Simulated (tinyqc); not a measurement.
# Resistance of a source-drain extension with a graded tip: two studies

y runs along the channel, the gate covers y > 0. The doping is N0 for y < y0 and N0 10^(-(y - y0)/la) beyond, uniform over the depth xj. Sheet conductance s(y) = q mu(N) max(N - Nch, 0) xj + (for y > 0) ma Cox Vo, with mu(N) = u0 + (u1 - u0)/(1 + (N/Nr)^au) and Cox = eps0 eox/tox. Current is taken as one-dimensional; depletion of the tip, spreading and the contact are left out. The metallurgical junction lies at yj, where N = Nch.

Values chosen for this exercise; mobility law close to that of electrons in silicon: relative permittivity of the gate insulator (close to hafnium oxide) eox = 21.8; insulator thickness tox = 7.2 nm; active doping of the extension far from the gate N0 = 1.1e20 cm^-3; lateral abruptness la = 1.9 nm/decade; position under the gate where the fall begins (gate edge at 0) y0 = 2.6 nm; depth of the extension xj = 6 nm; channel doping Nch = 2.3e18 cm^-3; spacer length Ls = 12 nm; gate overdrive Vo = 0.6 V; mobility of the gate-induced layer ma = 86 cm^2/(V s); mobility at low doping u1 = 1414 cm^2/(V s); mobility at high doping u0 = 68.5 cm^2/(V s); reference doping Nr = 9.2e16 cm^-3; exponent au = 0.711; gate length Lg = 90 nm.

Constants: q = 1.602176634e-19 C, eps0 = 8.8541878128e-14 F/cm where lengths are in cm. Results are converted to the units shown.

Each table varies one quantity; the others keep the values above.

## Abruptness at a fixed junction position

R_spacer = integral of dy/s from -Ls to 0, R_ov from 0 to yj, R_channel = (Lg - 2 yj)/(ma Cox Vo), R_total = 2 R_spacer + 2 R_ov + R_channel. Electrical length L_eff = ma Cox dR_total/d(1/Vo); R_series = R_total - L_eff/(ma Cox Vo). y0 is moved with la so that yj stays at 5.7914 nm.

The same in every row: yj (nm) = 5.791; R_channel (ohm um) = 566.9.

Result of one run:
```
la (nm/decade)	R_spacer (ohm um)	R_ov (ohm um)	R_total (ohm um)	L_eff (nm)	R_series (ohm um)
1	15.02	10.78	618.5	79.74	42.04
```

What becomes of these results when the lateral abruptness la is changed from 1 to 5.7 nm/decade, all else the same?

Result of the changed run:
```
la (nm/decade)	R_spacer (ohm um)	R_ov (ohm um)	R_total (ohm um)	L_eff (nm)	R_series (ohm um)
5.7	20.73	29.14	666.6	84.35	56.84
```

The whole series:
```
la (nm/decade)	R_spacer (ohm um)	R_ov (ohm um)	R_total (ohm um)	L_eff (nm)	R_series (ohm um)
1	15.02	10.78	618.5	79.74	42.04
2.2	15.02	16.31	629.5	81.03	43.80
3.3	15.02	21.38	639.7	82.20	45.41
4.5	16.28	26.08	651.6	83.40	48.69
5.7	20.73	29.14	666.6	84.35	56.84
6.8	27.31	31.06	683.6	85.03	68.97
8	36.80	32.57	705.6	85.60	86.81
9.2	48.35	33.70	731.0	86.06	108.9
```

As la goes from 1 to 9.2 nm/decade, R_total rises from 618 to 731 ohm um, R_spacer rises from 15.0 to 48.3 ohm um and R_ov rises from 10.8 to 33.7 ohm um. R_total changes on average by 13.7 ohm um for each nm/decade. L_eff exceeds the metallurgical length by 1.32 nm in the first row and 7.64 nm in the last, since the gate also controls the lightly doped tips.

## Effect of the gate overdrive

Same model as above.

The same in every row: yj (nm) = 5.791; R_spacer (ohm um) = 15.02.

Results:
```
Vo (V)	R_ov (ohm um)	R_channel (ohm um)	R_total (ohm um)	L_eff (nm)	R_series (ohm um)
0.15	29.72	2268	2357	79.32	63.39
0.3	21.49	1134	1207	79.89	51.67
0.45	17.45	755.8	820.8	80.34	46.44
0.6	14.93	566.9	626.8	80.70	43.36
0.75	13.17	453.5	509.9	81.02	41.29
0.9	11.84	377.9	431.6	81.31	39.79
1.2	9.962	283.4	333.4	81.80	37.72
```

Estimate the missing row, Vo = 1.05 V.

Computed row:
```
Vo (V)	R_ov (ohm um)	R_channel (ohm um)	R_total (ohm um)	L_eff (nm)	R_series (ohm um)
1.05	10.81	323.9	375.6	81.57	38.64
```

With this row back in the table: As Vo goes from 0.15 to 1.2, R_total falls from 2360 to 333 ohm um, L_eff rises from 79.3 to 81.8 nm and R_series falls from 63.4 to 37.7 ohm um. Both extracted quantities depend on the overdrive at which they are taken.

Numbers from tinyqc (`OMP_NUM_THREADS=1 python tinyqc.py 2282298 2282299 out.jsonl`; about 0.03 s on one thread of a shared Intel Xeon 2.30GHz).
